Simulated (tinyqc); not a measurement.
Growth mode over temperature: epitaxial growth on a vicinal surface: Burton-Cabrera-Frank step flow, step-edge barrier and island nucleation. Computed by tinyqc, a small Python program. Command: `OMP_NUM_THREADS=1 python tinyqc.py 3016036 3016037 out.jsonl stepflow walk`. One thread of a shared host (Intel(R) Xeon(R) Processor @ 2.30GHz), about 0.04 s of CPU time with the checks.

Adatoms land at rate F, hop on a square grid (a simplification for hexagonal faces), desorb, or join steps. Lengths are in units of a and n is the adatom coverage. Steps ascend at x = 0 and descend at x = l.

Inputs (values chosen for the exercise, close to those used for GaN(0001)):

| quantity | value | unit |
|---|---|---|
| site spacing a | 3.19 | angstrom |
| step height h | 2.59 | angstrom |
| diffusion barrier E_d | 1.2 | eV |
| desorption energy E_a | 2.96 | eV |
| adatom formation energy E_f | 1.14 | eV |
| step-edge barrier E_s | 0.18 | eV |
| attempt frequency nu | 10 | THz |
| deposition rate F | 0.16 | layers/s |
| miscut angle | 0.2 | degrees |
| temperature T | 820 | C |
| critical nucleus size i | 1 | - |

Constants: k_B = 8.617333262e-05 eV/K.

Method:
- D = nu exp(-E_d/(k_B T)) (a^2/s, nu counted per direction); tau = exp(E_a/(k_B T))/nu; x_s = sqrt(D tau); n_eq = exp(-E_f/(k_B T)); terrace width l = h/(a tan(miscut)); Schwoebel length l_s = exp(E_s/(k_B T)) - 1.
- D n'' - n/tau + F = 0 with n(0) = n_eq and -l_s n'(l) = n(l) - n_eq. With u = n - F tau, A = n_eq - F tau, y = l/x_s, s = l_s/x_s: u = A cosh(x/x_s) + B sinh(x/x_s), B = A (1 - cosh y - s sinh y)/(sinh y + s cosh y). Flux into the ascending step J+ = D B/x_s, over the descending one J- = -(D/x_s)(A sinh y + B cosh y); step velocity J+ + J-; growth rate (J+ + J-)/l. For small y: J+ + J- = (F - n_eq/tau) l, J-/J+ = l/(l + 2 l_s).
- Island density on a flat surface without desorption: N = 0.25 (F/D)^(i/(i+2)) exp(E_i/((i+2) k_B T)) per site, with E_i = 0 for i = 1; spacing l_n = N^(-1/2). Step flow needs an effective width l_eff = 2 x(peak) below l_n.
- Temperatures in kelvin are T(C) + 273.15.
- x(peak) solves tanh(x/x_s) = -B/A. Rows where evaporation outweighs deposition are left out.

Scales:

| T (C) | x_s (a) | l_s (a) | incorporated share | l_n (a) | l_eff/l_n |
|---|---|---|---|---|---|
| 620 | 92380 | 9.3678 | 1.00000 | 29.635 | 8.1526 |
| 670 | 50389 | 8.1588 | 1.00000 | 34.012 | 7.0704 |
| 720 | 29214 | 7.1925 | 0.99999 | 38.498 | 6.2230 |
| 770 | 17846 | 6.4069 | 0.99998 | 43.061 | 5.5463 |
| 820 | 11405 | 5.7586 | 0.99996 | 47.674 | 4.9968 |
| 870 | 7579 | 5.2167 | 0.99986 | 52.313 | 4.5438 |
| 920 | 5213 | 4.7585 | 0.99952 | 56.958 | 4.1655 |
| 970 | 3694 | 4.3669 | 0.99816 | 61.594 | 3.8459 |
| 1020 | 2689 | 4.0294 | 0.99279 | 66.204 | 3.5731 |

The ratio stays above 1: islands in every row. Incorporation goes from 100.0 % to 99.3 %.

Extremes, crossings and ranges named in words are read from the listed rows.
